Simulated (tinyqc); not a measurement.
Wafer bonding and layer transfer: bond energy, gap closing, particles, bonding of dissimilar wafers and hydrogen blisters: one step, computed by the program tinyqc.

gamma is the energy per area of each of the two surfaces; plates are isotropic.

Question. Heating a pair with different expansion. M = E/(1 - nu), misfit e = (alpha_2 - alpha_1) dT. Curvature k = 6 M1 M2 t1 t2 (t1 + t2) e/[M1^2 t1^4 + M2^2 t2^4 + 2 M1 M2 t1 t2 (2 t1^2 + 3 t1 t2 + 2 t2^2)]; force per width F = k (M1 t1^3 + M2 t2^3)/(6 (t1 + t2)); at the interface s1 = F/t1 + M1 k t1/2, s2 = -F/t2 - M2 k t2/2; stored biaxial energy U = F^2 [1/(M1 t1) + 1/(M2 t2)] + k^2 (M1 t1^3 + M2 t2^3)/12; the pair can part when U > 2 gamma.

Inputs (values chosen for the exercise, with wafer 1 close to silicon):

| quantity | value | unit |
|---|---|---|
| Young's modulus E1 | 151 | GPa |
| Young's modulus E2 | 107 | GPa |
| Poisson ratio nu | 0.26 | - |
| thickness t1 | 300 | micrometre |
| thickness t2 | 350 | micrometre |
| expansion mismatch alpha_2 - alpha_1 | 1.9 | 1e-6/K |
| heating dT | 175 | K |

Pair: two different wafers.

bond energy gamma = 0.5537810 J/m^2

Give: curvature; force per width; stress in wafer 1 at the interface; stress in wafer 2 at the interface; stored energy U; largest dT for this gamma.

Answer.

curvature = 0.7672 1/m

force per width = 2.303 kN/m

stress in wafer 1 at the interface = 31.16 MPa

stress in wafer 2 at the interface = -26.00 MPa

stored energy U = 0.7659 J/m^2

largest dT for this gamma = 210.4 K

U stays below 2 gamma; the bond strengthens on heating, so slow ramps or thinning one wafer first help. Caution: on a wafer of 100 mm the sag k R^2/2 would exceed half the thickness of the pair, beyond the small-deflection theory: the plate stiffens.
